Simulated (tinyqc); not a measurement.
## A finite superlattice with mass mismatch, transfer matrices: lowest miniband against d1

One electron of energy E comes from the left lead (band edge 0); no transverse momentum. Parabolic bands, masses in units of m0, C = hbar^2/(2 m0); psi and psi'/m are continuous at every interface. N periods of a barrier d1 followed by a well Lw; the right lead equals the left one.

For the pair (psi, psi'/m) a flat layer has M = [[cos kd, (m/k) sin kd], [-(k/m) sin kd, cos kd]] with k = sqrt(m (E - U)/C) above its edge U, and M = [[cosh Kd, (m/K) sinh Kd], [(K/m) sinh Kd, cosh Kd]] with K = sqrt(m (U - E)/C) below it. With x(E) = (M11 + M22)/2 of one period, the lowest miniband of the infinite superlattice runs from x = 1 to x = -1, and the mass at its bottom is -2 C (dx/dE)/(d1 + Lw)^2.

Inputs (values chosen for the exercise); masses and offsets close to those of InGaAs wells and InAlAs barriers:
```
symbol  value  unit                       meaning
mL      0.041    m0         mass in the left lead
U1       0.51    eV                barrier height
m1      0.073    m0                  barrier mass
Lw        6.7    nm  well width (edge 0, mass mL)
```

Constants: q = 1.602176634e-19 C, hbar = 1.054571817e-34 J s, m0 = 9.1093837015e-31 kg, hbar^2/(2 m0) = 0.0380998212 eV nm^2. Results are converted to the units shown.

Lowest miniband against d1:
```
d1 (nm)  bottom (eV)  top (eV)  width (meV)  mass at the bottom (m0)
0.3          0.02000    0.1755        155.5                  0.04292
0.5          0.03066    0.1601        129.5                  0.04475
0.6          0.03533    0.1534        118.1                  0.04585
0.8          0.04352    0.1418        98.30                  0.04844
0.9          0.04712    0.1368        89.69                  0.04993
1.1          0.05345    0.1281        74.68                  0.05338
1.2          0.05623    0.1244        68.16                  0.05535
1.4          0.06113    0.1179        56.78                  0.05983
```

The width falls from 155 to 56.8 meV, the bottom rises from 0.0200 to 0.0611 eV, and the mass at the bottom rises from 0.0429 to 0.0598 m0 (well mass 0.041). Thicker barriers weaken the coupling between wells, which narrows the band and makes it heavier. In 3 of the 8 rows a layer is thinner than 0.8 nm, a few atomic planes, where an effective mass is a rough description.

Range of the model: Masses are held fixed, although real bands cease to be parabolic a few tenths of an eV from their edges (inside a barrier too).

Computed by the program tinyqc: `OMP_NUM_THREADS=1 python tinyqc.py 2560017 2560018 out.jsonl`, one thread of a shared Intel Xeon 2.30GHz, about 0.01 s for the whole run.
